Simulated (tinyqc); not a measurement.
Worked calculation: bound state in one dimension: Numerov shooting, finite differences, DVR. Computed by tinyqc, a small Python program that keeps every step. Settings: points = 64. Command: `OMP_NUM_THREADS=1 python tinyqc.py 27084 27085 out.jsonl` (the two numbers bound the seeds that draw the settings). One thread of a shared host (Intel(R) Xeon(R) Processor @ 2.60GHz), about 0.01 s of CPU time with the checks.

## Numerov steps at E = -6.62

One particle of mass 1 in V = -6.75 exp(-x^2/2.48^2) (atomic units), psi = 0 at both ends:
```
parameter,value
left end,-7
right end,7
intervals,64
h,0.218750
state sought (nodes),2
```

k_i = 2 m (E - V_i); (1 + h^2 k_(i+1)/12) y_(i+1) = 2 (1 - 5 h^2 k_i/12) y_i - (1 + h^2 k_(i-1)/12) y_(i-1), from y_0 = 0, y_1 = 0.001.

Points along the way:
```
i,x,V,k,y
0,-7.00000,-0.00234,-13.23532,0.00000
1,-6.78125,-0.00382,-13.23236,0.00100
2,-6.56250,-0.00614,-13.22772,0.00267
3,-6.34375,-0.00972,-13.22056,0.00612
4,-6.12500,-0.01514,-13.20971,0.01366
5,-5.90625,-0.02323,-13.19354,0.03031
21,-2.40625,-2.63303,-7.97395,5533.53309
22,-2.18750,-3.10036,-7.03928,10347.94778
23,-1.96875,-3.59428,-6.05144,18694.09045
24,-1.75000,-4.10254,-5.03491,32494.15193
25,-1.53125,-4.61038,-4.01923,54136.95232
26,-1.31250,-5.10109,-3.03782,86152.42279
```

## Bisection on the node count

With more sign changes than the state has nodes (the last point included) the energy is too high, else too low; the bracket starts as -6.62 to -0.05.

Trials:
```
trial,E,sign changes,y at the right end,next
1,-3.3350000,3,-1.96e+06,lower
2,-4.9775000,1,-1.16e+10,raise
3,-4.1562500,2,3.13e+08,raise
4,-3.7456250,2,3.01e+07,raise
5,-3.5403125,2,3.37e+06,raise
6,-3.4376562,3,-6.20e+05,lower
7,-3.4889844,2,9.23e+05,raise
8,-3.4633203,2,5.58e+04,raise
9,-3.4504883,3,-3.04e+05,lower
10,-3.4569043,3,-1.30e+05,lower
11,-3.4601123,3,-3.86e+04,lower
12,-3.4617163,2,8.22e+03,raise
13,-3.4609143,3,-1.53e+04,lower
14,-3.4613153,3,-3.55e+03,lower
...,...,...,...,...
28,-3.4614363,3,-1.62e-01,lower
29,-3.4614363,2,1.97e-01,raise
30,-3.4614363,2,1.78e-02,raise
```

eigenvalue = -3.4614363 hartree

## The same grid by other methods

Three-point finite differences and the sine-DVR kinetic matrix of Colbert and Miller on the same points.

Lowest levels (hartree):
```
state,finite differences,DVR
0,-6.04270,-6.03984
1,-4.69650,-4.68387
2,-3.48898,-3.46102
3,-2.42546,-2.38153
4,-1.51536,-1.45971
```
